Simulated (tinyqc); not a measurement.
Worked calculation: band edges of strained Si(1-x)Ge(x) on relaxed Si(1-y)Ge(y). Values are carried at full precision from step to step, so a last printed digit may differ when a step is redone from the rounded ones.

Values are linear in the Ge fraction but for ED(x) = linear - CD x (1 - x) and a(x) = linear - Ca x (1 - x). Energies are on the common scale of Ev.

Parameters, chosen for this exercise (end members near Si and Ge, in this order; the results hold for these values, not for the real material):
- a = (5.436, 5.659) angstrom (lattice constant)
- Dso = (0.043, 0.29) eV (spin-orbit splitting)
- av = (2.49, 1.22) eV (valence hydrostatic potential)
- b = (-2.08, -2.56) eV (tetragonal shear potential)
- d = (-4.84, -5.34) eV (trigonal shear potential)
- C11 = (167.3, 130.4) GPa
- C12 = (63.9, 48.8) GPa
- C44 = (80.8, 67.6) GPa
- Ev = (0, 0.67) eV (top of the unstrained valence band)
- ED = (1.169, 0.927) eV (gap to the Delta valleys)
- EL = (2.005, 0.754) eV (gap to the L valleys)
- aD = (1.72, 1.23) eV (hydrostatic potential of the Delta gap)
- aL = (-3.42, -2.87) eV (hydrostatic potential of the L gap)
- XuD = (9.4, 9.71) eV (uniaxial potential, Delta)
- XuL = (16.01, 14.85) eV (uniaxial potential, L)
- CD = 0.224 eV (bowing of the Delta gap)
- Ca = 0.024 angstrom (bowing of the lattice constant)
- x = 0 (Ge fraction of the layer)
- y = 0.16 (Ge fraction of the relaxed buffer)
- face = 001 (growth face)

## Values of the layer and the buffer

Interpolate at x and at y.

Interpolated values (a in angstrom, C11, C12, C44 in GPa, all else in eV):

| symbol | layer | buffer |
|---|---|---|
| a | 5.43600 | 5.46845 |
| Dso | 0.04300 | 0.08252 |
| av | 2.49000 | 2.28680 |
| b | -2.08000 | -2.15680 |
| d | -4.84000 | -4.92000 |
| C11 | 167.30000 | 161.39600 |
| C12 | 63.90000 | 61.48400 |
| C44 | 80.80000 | 78.68800 |
| Ev | 0.00000 | 0.10720 |
| ED | 1.16900 | 1.10017 |
| EL | 2.00500 | 1.80484 |
| aD | 1.72000 | 1.64160 |
| aL | -3.42000 | -3.33200 |
| XuD | 9.40000 | 9.44960 |
| XuL | 16.01000 | 15.82440 |

## Strain of the layer on a (001) buffer

Coherent growth on a (001) face: e_par = (a(y) - a(x))/a(x), e_perp = -2 (C12/C11) e_par; exx = eyy = e_par, ezz = e_perp, no shear.

Use the elastic constants of the layer.

e_par = 0.005970
e_perp = -0.004561

strain tensor in the cubic axes:
```
          x         y          z
x  0.005970  0.000000   0.000000
y  0.000000  0.005970   0.000000
z  0.000000  0.000000  -0.004561
```

The layer is under tension in the plane; its volume changes by +0.738 %.

## Conduction valleys of the layer

A valley with unit axis u lies at Ev + gap + (av + a_valley) tr(e) + Xu (u.e.u - tr(e)/3); the Delta axes are x, y, z and the L axes [111], [1-1-1], [-11-1], [-1-11]. The second-order shift of the Delta valleys under shear is left out; it lowers the pair normal to the sheared plane by tens of meV at a shear of 1 %.

Give the hydrostatic shifts, the uniaxial shifts and the edges.

hydrostatic shifts of Delta and L (eV): 0.0311  -0.0069

uniaxial shifts (eV): Delta x 0.0330, Delta y 0.0330, Delta z -0.0660, L [111] 0.0000, L [1-1-1] 0.0000, L [-11-1] 0.0000, L [-1-11] 0.0000

valley edges (eV): Delta x 1.2331, Delta y 1.2331, Delta z 1.1341, L [111] 1.9981, L [1-1-1] 1.9981, L [-11-1] 1.9981, L [-1-11] 1.9981

The lowest set is Delta2 (the digit counts whole valleys) at 1.1341 eV; the Delta valleys spread over 99 meV and the L valleys over 0 meV.

## Valence edges of the layer

Valence edges: Ev plus the levels of the 6 x 6 matrix of X, Y, Z times spin with -Dso/3 + l exx + m (eyy + ezz) on the diagonal (cyclic), n exy off it, l = av + 2 b, m = av - b, n = sqrt(3) d. Spin-orbit term (Dso/3) L.sigma on X, Y, Z with (L_k)_ij = -i epsilon_kij: <X+|H|Y+> = -i Dso/3, <X+|H|Z-> = Dso/3, <Y+|H|Z-> = -i Dso/3, <Z+|H|X-> = -Dso/3, <Z+|H|Y-> = i Dso/3, <X-|H|Y-> = i Dso/3, and their conjugates; + and - are the spin along z.

Give the strain block and the three twofold edges.

strain block (eV), lower triangle:
```
         X        Y       Z
X  -0.0035
Y        0  -0.0035
Z        0        0  0.0622
```

edges from the top (eV): 0.0527  -0.0035  -0.0370

The top two edges are split by 56 meV.

## Gap and offsets against the buffer

Buffer: Ev(y) and Ec = Ev(y) + min(ED, EL). dEc = Ec(buffer) - Ec(layer), dEv = Ev(layer) - Ev(buffer); positive values confine the carrier in the layer; type I if both have one sign.

gap of the strained layer = 1.0814 eV
gap of the buffer = 1.1002 eV
dEc = 0.0733 eV
dEv = -0.0545 eV

Type II: electrons collect in the layer (73 meV) and holes in the buffer (55 meV). The relaxed layer would have a gap of 1.169 eV, so strain has moved it by -88 meV.

## Checks

- Mean of the three Delta edges against the hydrostatic shift alone (eV): both 1.20007.

Run: tinyqc, `OMP_NUM_THREADS=1 python tinyqc.py 1081343 1081344 out.jsonl`; Intel(R) Xeon(R) Processor @ 2.30GHz, one thread, shared host; about 0.02 s of CPU time with all checks.
